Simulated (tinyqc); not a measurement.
Speciation in dilute and buffered hydrofluoric acid, oxide etch rate and bath loading: one step, computed by the program tinyqc.

Concentrations stand for activities, NH4+ and Cl- are spectators, and water ionisation is neglected. H, F and HF2 denote the ions H+, F- and HF2-. The base temperature is 298 K.

Problem. Etch rate. Rate = k_a ([HF] + 2 [H2F2]) + k_b [HF2], an empirical two-term form. Time = oxide/rate; a temperature error changes the rate by exp((E_a/k_B)(1/298 - 1/(298 + error))) - 1.

Inputs (values chosen for the exercise, of the order of those for thermal oxide at room temperature):
```
quantity                         value            unit
NH4F added                         1.6           mol/L
HCl added                            0           mol/L
rate constant of neutral HF k_a    8.1  nm L/(min mol)
rate constant of HF2 k_b            46  nm L/(min mol)
activation energy                 0.33              eV
temperature error                 0.85               K
oxide removed per wafer            6.2              nm
```

[HF] = 0.4260801 mol/L

[H2F2] = 0.5555254 mol/L

[HF2] = 0.9624036 mol/L

Constants: k_B = 8.617333262e-05 eV/K.

Give: etch rate; share of HF2 in the rate; etch time; rate change from the temperature error.

Solution.

etch rate = 56.72 nm/min

share of HF2 in the rate = 78.05 %

etch time = 6.558 s

rate change from the temperature error = 3.723 %

Caution: at ionic strengths above about 0.5 mol/L activities differ much from concentrations, so pH and rates are only indicative.
